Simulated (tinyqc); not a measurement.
Absorption spectrum: gated graphene: carriers, quantum capacitance and optical conductivity.

Conductivity over sigma0 = e^2/(4 hbar): interband Re = sinh(E/2kT)/(cosh(mu/kT) + cosh(E/2kT)); intraband Re = (8 kT/pi) ln(2 cosh(mu/2kT)) Gm/(E^2 + Gm^2). A free sheet absorbs about pi alpha_f Re(sigma/sigma0), alpha_f the fine-structure constant (alpha among the constants).

Constants: kB = 8.617333262e-05 eV/K; fine-structure constant alpha = 0.007297352564.

Inputs chosen for the exercise (out of a larger set: Fermi velocity near that of graphene, gate dielectric near hBN; not measured data): T = 300 K; Gm = 2 meV (intraband damping).

mu = -0.16999 eV

Results:
```
E (eV),interband,intraband,absorption (%)
0.034,0.0020,0.3733,0.860
0.068,0.0048,0.0936,0.226
0.119,0.0136,0.0306,0.101
0.170,0.0360,0.0150,0.117
0.238,0.1221,0.0076,0.298
0.289,0.2717,0.0052,0.635
0.340,0.5001,0.0037,1.155
0.391,0.7285,0.0028,1.677
0.442,0.8780,0.0022,2.018
0.544,0.9810,0.0015,2.252
0.680,0.9986,0.0009,2.291
1.020,1.0000,0.0004,2.293
```

What can be read from this table?

The edge lies at 2|mu| = 0.340 eV and, for |mu| above about 3 kT (here 6.6), rises from 10 % to 90 % over about 8.8 kT = 0.227 eV. The absorption is lowest, 0.101 %, at 0.119 eV of those listed, between the Drude tail and the edge; at the last row it is 2.293 % against pi alpha_f = 2.293 %. The thin-sheet formula fails where the absorption is large, and trigonal warping matters above about 1.5 eV.

(tinyqc, `OMP_NUM_THREADS=1 python tinyqc.py 1652092 1652093 out.jsonl`, Intel(R) Xeon(R) Processor @ 2.30GHz, 1 thread, shared host, about 0.01 s.)
